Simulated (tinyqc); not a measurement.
Inside a calculation. Model: finite-difference solution of the diffusion equation on a small grid. Computed by tinyqc, a small Python program that keeps every step. Command: `OMP_NUM_THREADS=1 python tinyqc.py 3021951 3021952 out.jsonl fdiff walk`. One thread of a shared host (Intel(R) Xeon(R) Processor @ 2.30GHz), about 0.01 s of CPU time with the checks. Intermediate numbers are printed to about 7 digits and carried at full precision; extremes and crossings named in words are read from the listed rows.

dC/dt = D d2C/dx2 on nodes x_j = j dx, j = 0..7; the far end is sealed.

Inputs (values chosen for the exercise):
```
quantity           value    unit
diffusivity D      0.095  nm^2/s
grid spacing dx       50      nm
time step dt       19000       s
final time t_f    152000       s
loss velocity h  0.00023    nm/s
```

Boundary at x = 0: surface loss. Scheme: implicit.

start values C_j, j = 0, 1, ... (% of a reference): 64.3  100  75.3  22.4  1.57  0  0  0

## Mesh ratio and operator

The operator M acts as (M C)_j = C_(j-1) - 2 C_j + C_(j+1); at the sealed far end a mirror node gives 2 C_(N-2) - 2 C_(N-1); at j = 0, the outward flux h C_0 gives 2 C_1 - (2 + 2 h dx/D) C_0. r = D dt/dx^2.

mesh ratio r = 0.722

operator M:
```
           0          1          2          3          4          5          6          7
0  -2.242105   2.000000   0.000000   0.000000   0.000000   0.000000   0.000000   0.000000
1   1.000000  -2.000000   1.000000   0.000000   0.000000   0.000000   0.000000   0.000000
2   0.000000   1.000000  -2.000000   1.000000   0.000000   0.000000   0.000000   0.000000
3   0.000000   0.000000   1.000000  -2.000000   1.000000   0.000000   0.000000   0.000000
4   0.000000   0.000000   0.000000   1.000000  -2.000000   1.000000   0.000000   0.000000
5   0.000000   0.000000   0.000000   0.000000   1.000000  -2.000000   1.000000   0.000000
6   0.000000   0.000000   0.000000   0.000000   0.000000   1.000000  -2.000000   1.000000
7   0.000000   0.000000   0.000000   0.000000   0.000000   0.000000   2.000000  -2.000000
```

## Amplification factors

The mode of M with eigenvalue mu has its amplitude multiplied per step by g = (1 + (1 - theta) r mu)/(1 - theta r mu), with theta = 0 explicit, 1 implicit, 1/2 Crank-Nicolson; the explicit scheme is stable for r up to 2/|mu_min|.

eigenvalues mu of M: -4.023387  -3.837145  -3.281601  -2.479524  -1.589305  -0.787058  -0.230730  -0.013356

factors g: 0.2560895  0.2652225  0.2967962  0.3583951  0.4656625  0.6376510  0.8572016  0.9904494

largest stable r of the explicit scheme = 0.4970936

The smallest factor is 0.256: no mode changes sign, and all decay but one with mu = 0 where there is such a mode.

## Time step 1

C at the start (%): 64.30  100.00  75.30  22.40  1.57  0.00  0.00  0.00

With r = D dt/dx^2: (1 - theta r M) C(new) = (1 + (1 - theta) r M) C(old); theta = 0 explicit, 1 implicit, 1/2 Crank-Nicolson.

C after step 1 (%): 68.67080  80.01045  63.66374  31.20033  10.92574  3.60924  1.29169  0.76317

## Time step 2

The formulas are those given above.

C after step 2 (%): 63.85846  68.25606  56.37332  34.39306  16.83487  7.46107  3.42221  2.33423

## All steps

The run takes n = round(t_f/dt) steps of length t_f/n. The dose is the trapezoidal sum of C dx; the error is the largest difference from exp(M D t/dx^2) C(0), the exact time evolution on the same grid.

Course of the run:
```
step   t (s)       C_1       C_4  dose (% nm)  largest error
1      19000  80.01045  10.92574     11270.91       3.608805
2      38000  68.25606  16.83487     10991.85       2.852973
3      57000  60.04428  20.51561     10740.60       2.492465
4      76000  53.75800  22.81339     10515.13       2.293631
5      95000  48.72305  24.25352     10311.63       2.219115
6     114000  44.59079  25.15384     10126.47       2.080917
7     133000  41.14691  25.70746      9956.62       1.904976
8     152000  38.24485  26.03357      9799.61       1.731367
```

C at the end (%): 35.92974  38.24485  36.54049  31.90517  26.03357  20.61364  16.89690  15.58541

largest error at t_f = 1.731367 %

final dose = 9799.610 % nm

final C_4 = 26.03357 %

The time-step error at the end is 1.7 on a scale of 38.2. The dose falls through the surface.

## The three schemes as the step is halved

Each run reaches t_f in n equal steps; errors are the largest difference from exp(M D t_f/dx^2) C(0). A dash marks unstable explicit runs.

Largest error at t_f (%):
```
steps n         r   explicit  implicit  Crank-Nicolson
4        1.444000          -  3.363750    8.994386e-01
8        0.722000          -  1.731367    6.697299e-02
16       0.361000  0.8789524  0.873427    1.676442e-02
32       0.180500  0.4393554  0.438007    4.192054e-03
64       0.090250  0.2195828  0.219247    1.048065e-03
128      0.045125  0.1097588  0.109675    2.620193e-04
256      0.022562  0.0548701  0.054849    6.550502e-05
```

From the last two rows, halving the step divides the error by 2.00 (explicit), 2.00 (implicit), 4.00 (Crank-Nicolson): a factor 2 marks first order in dt and 4 second order. The explicit scheme needs n of at least 12 to be stable; the other two are stable at any step.

Checks made by the program: matrix exponential against 4096 Crank-Nicolson steps (relative difference 7e-09).
